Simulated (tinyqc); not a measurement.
# Access strength from the read disturbance

Inverse problem. Transistor (EKV form, voltages against the body): I = 2 n b Vt^2 [F(vp - Vs) - F(vp - Vd)] from drain to source, F(v) = ln^2(1 + exp(v/(2 Vt))), vp = (Vg - VT + sg |Vd - Vs|)/n. n-channel bodies are at 0; for the p-channel device all voltages are counted down from Vdd. b in uA/V^2 gives I in uA. In an SRAM read the low node Q obeys In(gate QB, drain Q) = Ip(gate QB, drain Q) + Ia, where the access transistor (threshold VTn) has its gate and drain at Vdd and its source at Q. Find Ia, ba and the cell ratio bn/ba.

Parameters, values chosen for the exercise: temperature T = 293 K; supply voltage Vdd = 0.5 V; slope factor n = 1.17; drain-induced barrier lowering sg = 0.031; n-channel threshold VTn = 0.38 V; p-channel threshold (magnitude) VTp = 0.37 V; gain factor of the pull-down transistor bn = 250 uA/V^2; gain factor of the pull-up transistor bp = 70 uA/V^2.

Constants: q = 1.602176634e-19 C, kB = 1.380649e-23 J/K, Vt = kB T/q. Results are converted to the units shown.

Q and QB in the read (V): 0.043962571  0.49999871

Answer. The node equation gives Ia, which is proportional to ba.

Ia = 0.9790 uA
ba = 250.0 uA/V^2
cell ratio = 1.000

Program tinyqc, `OMP_NUM_THREADS=1 python tinyqc.py 2340160 2340161 out.jsonl`; Intel Xeon 2.30GHz, shared host, one thread, about 0.2 s.
